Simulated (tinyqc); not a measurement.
From results back to parameters: two electrons on one impurity (helium-like model). Two cases, with inputs chosen for the exercise.

Problem. With equal orbitals the first electron is bound by Ha* Z^2/2 and the second by Ha* [(Z - 5/16)^2 - Z^2/2]. Both were computed from hidden Z and Ha*.

Find: (Z - 5/16)/Z; Z; Ha*.

Method. The sum of the two over twice the first is ((Z - 5/16)/Z)^2.

Case 1.

binding of the first and second electron (meV): 7.8957  0.7419

Solution.

(Z - 5/16)/Z = 0.7396
Z = 1.20
Ha* = 11.0 meV

Case 2.

binding of the first and second electron (meV): 126.6373  53.6725

Solution.

(Z - 5/16)/Z = 0.8438
Z = 2.00
Ha* = 63.3 meV

Computed by tinyqc, one run a case: `OMP_NUM_THREADS=1 python tinyqc.py N N+1 out.jsonl` with N = 1250666, 1250758; one thread of a shared Intel(R) Xeon(R) Processor @ 2.30GHz, about 0.05 s a run at most.
